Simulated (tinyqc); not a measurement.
Inside a calculation. Model: rectangular fin or nanosheet with a gate all round, subbands and threshold shift from confinement.

Computed by the program tinyqc: `OMP_NUM_THREADS=1 python tinyqc.py 2350035 2350036 out.jsonl`, one thread of a shared Intel Xeon 2.30GHz, about 0.09 s for the whole run. Printed values are rounded.

Undoped body with a flat potential across it, hard walls, transport along x. One isotropic valley (g = 1, mx = my = mz = me). Non-parabolicity enters the subband edges through E (1 + al E) = gamma, so E = 2 gamma/(1 + sqrt(1 + 4 al gamma)); motion within a subband is taken as parabolic with the band-edge mass. Energies are counted from the bulk band edge.

Values chosen for this exercise; masses close to those of In0.53Ga0.47As:
```
symbol,value,unit,meaning
T,300,K,temperature
me,0.0406,m0,mass at the band edge
al,1.3,1/eV,non-parabolicity
t,11,nm,width (along y)
dl,0,nm,widening of the box by penetration into the insulator
H,66,nm,height (along z)
```

Constants: q = 1.602176634e-19 C, kB = 1.380649e-23 J/K, hbar = 1.054571817e-34 J s, m0 = 9.1093837015e-31 kg, Vt = kB T/q, hbar^2/(2 m0) = 0.0380998212 eV nm^2. Results are converted to the units shown.

Range of the model: Non-parabolicity also makes carriers heavier within each subband, which is left out, so densities of states are understated at high energy.

## Lowest subbands

gamma = C pi^2 [a^2/(my (t + dl)^2) + b^2/(mz (H + dl)^2)], C = hbar^2/(2 m0). List the 6 lowest, labelled by quantum numbers, with degeneracy g and N_k: N_k = g sqrt(2 mx m0 kB T/(pi hbar^2)).

```
subband    E_k (eV)  g  N_k (cm^-1)
1,1      0.07194191  1   9.364265e5
1,2      0.07728421  1   9.364265e5
1,3      0.08605330  1   9.364265e5
1,4      0.09806247  1   9.364265e5
1,5       0.1130772  1   9.364265e5
1,6       0.1308349  1   9.364265e5
```

## Threshold shift

Each subband has N_k = g sqrt(2 mx m0 kB T/(pi hbar^2)); without degeneracy n = exp(EF/Vt) sum N_k exp(-E_k/Vt). Classical value Nc times t H, Nc = sum over valleys of 2 g (m m0 kB T/(2 pi hbar^2))^1.5 with m = (mx my mz)^(1/3). Threshold shift dVT = Vt ln(classical value/sum N_k exp(-E_k/Vt)). Use the subbands listed.

shares, subband 1,1 to 1,6 (%): 32.64885  26.55347  18.91503  11.88672  6.65006  3.34587
sum N_k exp(-E_k/Vt) = 1.774332e5 cm^-1
Nc = 2.052868e17 cm^-3
classical value = 1.490382e6 cm^-1
dVT = 55.01807 mV

With all subbands dVT = 54.31 mV. The lowest edge lies at 71.9 meV; dVT is smaller than that, since sum N_k exp(-(E_k - E_1)/Vt) exceeds the classical value.
